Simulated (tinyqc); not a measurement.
Strained Delta valleys, repopulation and conductivity mass: one step of the calculation.

A cubic crystal with three pairs of conduction valleys along x, y and z under uniaxial stress X along [110] (X > 0 is tension); current along [110]. Non-degenerate electrons, fixed total density, one relaxation time for all valleys and stresses, masses unchanged by strain, so the mobility goes as the mean inverse mass.

Question. Strain tensor. Stress s_ij = X a_i a_j with a the unit vector along [110]; strain e_ii = s11 s_ii + s12 (s_jj + s_kk), e_ij = s44 s_ij/2.

Inputs (values chosen for the exercise); values close to those of silicon: compliance s11 = 7.65 1/TPa; compliance s12 = -2.14 1/TPa; compliance s44 = 12.8 1/TPa; uniaxial stress (tension positive) X = 480 MPa.

Find: strain.

Answer.

strain (%):
```
         x        y         z
x  0.13224  0.15360   0.00000
y  0.15360  0.13224   0.00000
z  0.00000  0.00000  -0.10272
```

Range of the model: Shear strain also changes the transverse masses of these valleys, which is left out.

Computed by the program tinyqc: `OMP_NUM_THREADS=1 python tinyqc.py 2530032 2530033 out.jsonl`, one thread of a shared Intel Xeon 2.30GHz, about 0.01 s for the whole run.
